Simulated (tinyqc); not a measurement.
From results back to parameters: conduction-band anticrossing with a localised impurity level. Three cases, with inputs chosen for the exercise.

Problem. A host edge EM and a flat level EI are coupled by V = C sqrt(x), H = [[EM, V], [V, EI]]. EM and both levels are given.

Find: EI; V; C; host weight of E-.

Method. The trace gives EI = E+ + E- - EM; V^2 = (EM - E-)(E+ - EM); the host weight of E- is (EI - E-)/(E+ - E-).

Case 1.

Values chosen (out of a larger set: host near GaAs; not measured data): x = 0.0056 (impurity fraction).
EM = 1.520144 eV

E-, E+ (eV): 1.408897  1.955247

Solution.

EI = 1.844 eV
V = 0.2200 eV
C = 2.94 eV
host weight of E- = 0.796

Case 2.

Values chosen (out of a larger set: host near InP; not measured data): x = 0.0064 (impurity fraction).
EM = 1.386592 eV

E-, E+ (eV): 1.287055  1.772537

Solution.

EI = 1.673 eV
V = 0.1960 eV
C = 2.45 eV
host weight of E- = 0.795

Case 3.

Values chosen (out of a larger set: host near InP; not measured data): x = 0.0031 (impurity fraction).
EM = 1.427907 eV

E-, E+ (eV): 1.358430  1.829477

Solution.

EI = 1.760 eV
V = 0.1670 eV
C = 3.00 eV
host weight of E- = 0.853

Computed by tinyqc, one run a case: `OMP_NUM_THREADS=1 python tinyqc.py N N+1 out.jsonl` with N = 1050280, 1050289, 1050291; one thread of a shared Intel(R) Xeon(R) Processor @ 2.30GHz, about 0.01 s a run at most.
